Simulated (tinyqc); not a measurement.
Screening length from the swing.

Question. In a simple model of a Schottky-barrier transistor a barrier thinner than d = 2.1 nm is transparent, so the effective barrier is pn - psi (1 - exp(-d/lam)) and the swing beyond flat band is Vt ln 10/(1 - exp(-d/lam)). Find the thermionic swing, lam, and the effective barrier at psi = 0.2 V.

Inputs (values chosen for the exercise): temperature T = 250 K; barrier for electrons at both contacts pn = 0.92 eV.

Constants: q = 1.602176634e-19 C, kB = 1.380649e-23 J/K, Vt = kB T/q. Results are converted to the units shown.

swing in the tunnelling range = 96.272904 mV/decade

Solution. The ratio of the two swings is 1 - exp(-d/lam).

Vt ln 10 = 49.61 mV/decade
lam = 2.900 nm
effective barrier = 0.8169 eV

tinyqc, about 0.1 s, one thread, Intel Xeon 2.30GHz (shared host): `OMP_NUM_THREADS=1 python tinyqc.py 2390017 2390018 out.jsonl`
